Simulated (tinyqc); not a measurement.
Swing curve: thickness of the top film: thin-film optics by transfer matrices.

Indices N = n + i k. Snell: N0 sin(theta) = N_j sin(theta_j), with Im(N_j cos theta_j) >= 0. Admittance y_j = N_j cos theta_j for s and N_j/cos theta_j for p. Phase delta_j = 2 pi N_j cos theta_j d_j/lambda. Layer matrix [[cos delta, -i sin delta/y], [-i y sin delta, cos delta]], multiplied from the top down to M. (B, C) = M (1, y_sub); r = (y0 B - C)/(y0 B + C), R = |r|^2, T = 4 Re y0 Re y_sub/|y0 B + C|^2, absorbed in the films 1 - R - T.

Parameters, chosen for this exercise (indices near those of resist, SiO2 on Si; the results hold for these values, not for the real material):
- lam = 248 nm (vacuum wavelength)
- n0 = 1 (ambient index)
- n = (1.738, 1.512, 1.574) (n of resist, SiO2, substrate)
- k = (0.012, 0, 3.52) (k in the same order)
- d = (758, 13.2) nm (thicknesses, top first)
- theta = 70 degrees (angle of incidence)
- pol = s (polarisation)

The first entry of d takes the values listed.

Stack:
```
d_1 (nm)       R       T  absorbed
758.0     0.6314  0.0976    0.2711
772.1     0.3486  0.1695    0.4819
786.3     0.0633  0.2375    0.6992
800.4     0.4198  0.1437    0.4366
814.5     0.6428  0.0872    0.2700
828.7     0.6906  0.0751    0.2342
842.8     0.6132  0.0933    0.2935
856.9     0.3386  0.1571    0.5043
871.1     0.0782  0.2137    0.7082
885.2     0.4064  0.1345    0.4590
899.4     0.6264  0.0836    0.2900
913.5     0.6741  0.0725    0.2534
927.6     0.5963  0.0892    0.3145
```

R swings between 0.0633 and 0.6906 on these points. The period is lambda/(2 Re(N_1 cos theta_1)) = 84.8 nm, six rows. The swing shrinks from 0.6273 in the first period to 0.5960 in the second, as the film absorbs the wave that returns from below. The swing ratio (max - min)/mean is 1.33.

tinyqc: `OMP_NUM_THREADS=1 python tinyqc.py 1651604 1651605 out.jsonl`; about 0.01 s, one thread, shared Intel(R) Xeon(R) Processor @ 2.30GHz.
